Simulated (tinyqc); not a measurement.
Yield over energy: physical sputtering: collision-cascade yield, angular dependence, faceting and resputtering in deposition. Computed by tinyqc, a small Python program. Command: `OMP_NUM_THREADS=1 python tinyqc.py 3025922 3025923 out.jsonl sputter walk`. One thread of a shared host (Intel(R) Xeon(R) Processor @ 2.30GHz), about 0.01 s of CPU time with the checks.

Ions start collision cascades; atoms that reach the surface with more than U leave. The target is amorphous or fine-grained.

Inputs (values chosen for the exercise, modelled on neon ions on aluminium):
```
quantity                  value     unit
ion Z1                       10        -
ion mass M1                20.2        u
target Z2                    13        -
target mass M2            26.98        u
surface binding energy U   3.39       eV
target density N           60.2   1/nm^3
fit factor Q                  1        -
ion energy E               2200       eV
current density J          0.44  mA/cm^2
```

Constants: e = 1.602176634e-19 C.

Method. gamma = 4 M1 M2/(M1 + M2)^2; threshold E_th = 6.7 U/gamma for M1 >= M2, else U (1 + 5.7 M1/M2)/gamma. eps = 0.03255 M2 E/(Z1 Z2 (M1 + M2) z), z = (Z1^(2/3) + Z2^(2/3))^(1/2), E in eV; s_n = 3.441 sqrt(eps) ln(eps + 2.718)/(1 + 6.355 sqrt(eps) + eps (6.882 sqrt(eps) - 1.708)); S_n = 84.78 Z1 Z2 M1 s_n/((M1 + M2) z) in eV angstrom^2; alpha = 0.249 (M2/M1)^0.56 + 0.0035 (M2/M1)^1.5 for M1 <= M2, else 0.0875 (M2/M1)^(-0.15) + 0.165 M2/M1; Y0 = 0.042 Q alpha S_n/U [1 - sqrt(E_th/E)]^2.5 (the electronic-loss factor of the full formula is dropped). Erosion rate = Y0 J/(e N); 1 cm^2 = 1e14 nm^2.

threshold E_th = 18.2337 eV

Normal incidence:
```
E (eV)         eps  S_n (eV angstrom^2)      Y0  Y0 per keV
50      2.2449e-03               185.99  0.0679      1.3572
100     4.4898e-03               240.59  0.2209      2.2091
200     8.9795e-03               303.89  0.4571      2.2856
300     1.3469e-02               344.15  0.6266      2.0886
500     2.2449e-02               397.04  0.8636      1.7273
1000    4.4898e-02               469.48  1.2070      1.2070
2000    8.9795e-02               536.47  1.5423      0.7711
5000    2.2449e-01               597.21  1.8883      0.3777
10000   4.4898e-01               599.36  1.9855      0.1986
30000   1.3469e+00               492.30  1.7089      0.0570
100000  4.4898e+00               294.86  1.0530      0.0105
```

The yield per keV peaks at 200 eV among these rows, 11 times the threshold, the most economical range for removing atoms. Y0 varies as E^1.70 between the first rows and as E^-0.40 at the end; it peaks near 10000 eV, close to the broad maximum of nuclear stopping. Caution: the electronic-loss factor, dropped here, would lower the yields at the highest energies slightly.

Extremes, crossings and ranges named in words are read from the listed rows.
